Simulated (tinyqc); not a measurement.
Geometry relaxation of a small cluster: one step, computed by the program tinyqc. Command: `OMP_NUM_THREADS=1 python tinyqc.py 3004304 3004305 out.jsonl relax walk`. One thread of a shared host (Intel(R) Xeon(R) Processor @ 2.30GHz), about 0.01 s of CPU time with the checks.

E = sum_(i<j) phi(r_ij), phi(r) = eps [exp(-2 alpha (r - r0)) - 2 exp(-alpha (r - r0))]; the force on i is -sum_j phi'(r_ij) (R_i - R_j)/r_ij.

Question. The first two steps. Conjugate gradient (Polak-Ribiere): d = F + beta d(old), beta = max(0, F.(F - F(old))/|F(old)|^2), d = F at first; step length from one secant, s = eta (F.d)/(F.d - F(R + eta d).d), replaced by eta if that is not positive; R(new) = R + s d. No atom moves more than 0.3 angstrom a step (the whole step is scaled). Stop when the largest force component is below 1e-5 eV/angstrom.

Inputs (values chosen for the exercise, for model atoms):
```
quantity         value           unit
length r0          2.8       angstrom
well depth eps    0.59             eV
stiffness alpha   1.78     1/angstrom
step factor eta  0.065  angstrom^2/eV
```

Potential: Morse. Method: conjugate gradient.

starting positions (angstrom):
```
           x     y      z
atom 1  0.03  0.07      0
atom 2  2.76  0.05   0.17
atom 3  1.13  2.42   0.07
atom 4  1.53  0.81   2.23
atom 5  1.35  0.93  -2.33
```

Give: positions after step 1; energy after step 1; positions after step 2; energy after step 2.

Answer.

positions after step 1 (angstrom):
```
              x       y        z
atom 1  -0.0193  0.0009  -0.0075
atom 2   2.8211  0.0289   0.0415
atom 3   1.1678  2.4865   0.0509
atom 4   1.4699  0.8387   2.3511
atom 5   1.3605  0.9250  -2.2959
```

energy after step 1 = -5.2683 eV

positions after step 2 (angstrom):
```
             x        y        z
atom 1  0.0008  -0.0257   0.0132
atom 2  2.7742   0.0766  -0.0282
atom 3  1.2215   2.4674   0.0520
atom 4  1.4279   0.8476   2.3290
atom 5  1.3756   0.9142  -2.2261
```

energy after step 2 = -5.3359 eV
